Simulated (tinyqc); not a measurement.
Worked calculation: harmonic frequencies on the RHF/3-21g surface (energies and gradients from PySCF), for H3+, spin multiplicity 1. One step of it, computed by the program tinyqc.

Question. Normal modes. Diagonalise H_ij / sqrt(m_i m_j); the 6 smallest eigenvalues belong to translations and rotations; wavenumber = sqrt(eigenvalue / 1822.888) x 219474.63; each mode has its largest component positive (the first on a tie); zero-point energy = sum of wavenumbers / 2, with 349.755 1/cm per kcal/mol. A mass of 2.014 u marks deuterium.

Hessian (symmetrised) (hartree/bohr^2), lower triangle:
```
             1Hx          1Hy          1Hz          2Hx          2Hy          2Hz         3Hx         3Hy
1Hx   0.00344232
1Hy   0.03146830   0.29737498
1Hz   0.00335378  -0.00205827   0.11597085
2Hx  -0.00119414  -0.01381509   0.00887058   0.00151995
2Hy  -0.01255642  -0.14773945   0.10093228   0.01446371   0.15948631
2Hz   0.00453648   0.06005604  -0.05945582  -0.00054425  -0.07943951   0.25578932
3Hx  -0.00224814  -0.01765282  -0.01222435  -0.00032582  -0.00190747  -0.00399186  0.00257393
3Hy  -0.01891189  -0.14963563  -0.09887401  -0.00064862  -0.01174681   0.01938326  0.01956031  0.16138250
3Hz  -0.00789026  -0.05799778  -0.05651516  -0.00832633  -0.02149278  -0.19633343  0.01621622  0.07949076

            3Hz
3Hz  0.25284866
```

masses (u): 1H 1.007825, 2H 1.007825, 3H 2.014102

Give: eigenvalues of the mass-weighted Hessian; harmonic wavenumbers of the vibrations; mass-weighted modes; zero-point energy.

Answer.

eigenvalues of the mass-weighted Hessian (hartree/(bohr^2 u)): 0.0000  0.0000  0.0000  0.0000  0.0000  0.0000  0.2612  0.2880  0.4849

harmonic wavenumbers of the vibrations (1/cm): 2627.3  2758.6  3579.4

mass-weighted modes:
```
      mode 1   mode 2   mode 3
1Hx  -0.0146  -0.0675   0.0649
1Hy   0.0186  -0.5465   0.6565
1Hz  -0.5395  -0.3110  -0.1519
2Hx  -0.0582   0.0199  -0.0324
2Hy  -0.4771   0.0038  -0.4514
2Hz  -0.2462   0.6321   0.5035
3Hx   0.0515   0.0337  -0.0230
3Hy   0.3243   0.3839  -0.1451
3Hz   0.5558  -0.2272  -0.2487
```

zero-point energy = 12.8165 kcal/mol
